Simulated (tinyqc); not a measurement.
# Input admittance of a MOSFET at zero drain bias: distributed channel and distributed gate, step by step

Program tinyqc, `OMP_NUM_THREADS=1 python tinyqc.py 2262248 2262249 out.jsonl`; Intel Xeon 2.30GHz, shared host, one thread, about 0.01 s. Printed values are rounded.

Source and drain grounded, strong inversion, w = 2 pi f, Cox = eps0 eox/tox. The channel is an RC line of resistance 1/(mu Cox Vo) per square fed from both ends, so one finger has the intrinsic admittance y = i w Cox L tanh(g)/g per width, g = (1/2) sqrt(i w tau), tau = L^2/(mu Vo). The vertical resistance rv/L is in series with y, the overlaps 2 i w Cov in parallel: y_t = 1/(1/y + rv/L) + 2 i w Cov. The gate strip is a line of Rsh/L per length loaded by y_t, so a finger has Y = y_t Wf tanh(k)/k, k = (Wf/sd) sqrt(y_t Rsh/L); the device has Nf Y.

Values chosen for this exercise; values of the order met in silicon radio-frequency transistors:
- eox = 7.49 (relative permittivity of the gate insulator (close to silicon nitride))
- tox = 12 nm (insulator thickness)
- L = 1.3 um (channel length)
- Wf = 15 um (finger width)
- Nf = 64 (number of fingers)
- mu = 170 cm^2/(V s) (channel mobility)
- Vo = 0.77 V (gate overdrive)
- Rsh = 5.9 ohm/square (sheet resistance of the gate)
- rv = 9.9 ohm um^2 (vertical resistivity of the gate stack)
- sd = 2 (number of ends at which a finger is contacted)
- Cov = 0.32 fF/um (overlap and fringe capacitance on each side)
- f = 6.7 GHz (frequency)

Constants: eps0 = 8.8541878128e-14 F/cm where lengths are in cm. Results are converted to the units shown.

## Low-frequency resistances and capacitance

Low-frequency limits, with c = Cox L and ct = c + 2 Cov: R_strip = Rsh Wf/(3 sd^2 L Nf), R_ch = (c/ct)^2 L/(12 mu Cox Vo Wf Nf), R_vert = (c/ct)^2 rv/(L Wf Nf), C = ct Wf Nf.

parts (ohm): strip 0.08864183, channel 1.315168, vertical 0.006688056
sum = 1.410498 ohm
C = 7511.458 fF
1/(2 pi R C) = 15.02185 GHz

The channel term is the largest, 93.2 % of the sum.

## Admittance of the channel and stack per width

tau, g, c = Cox L, y and y_t as defined.

tau = 129.1062 ps
g = 0.8242441+0.8242441i
c = 7.184436 fF/um
y = 105.5636+245.2940i uS/um
y_t = 105.9359+271.8416i uS/um

w tau = 5.44, and Im y is 0.811 of w c.

## Input impedance of the device

k and Y as defined; Z = 1/(Nf Y) = R + 1/(i w C); Q = |Im Z|/R; signal at the point farthest from a contact |1/cosh k|.

k = 0.2253060+0.1540084i
Nf Y = 106.6322+256.1777i mS
R = 1.384880 ohm
C = 7139.707 fF
Q = 2.402441
signal at the far point = 0.9862413

R is 1.8 % below its low-frequency limit and C is 4.9 % below its own.
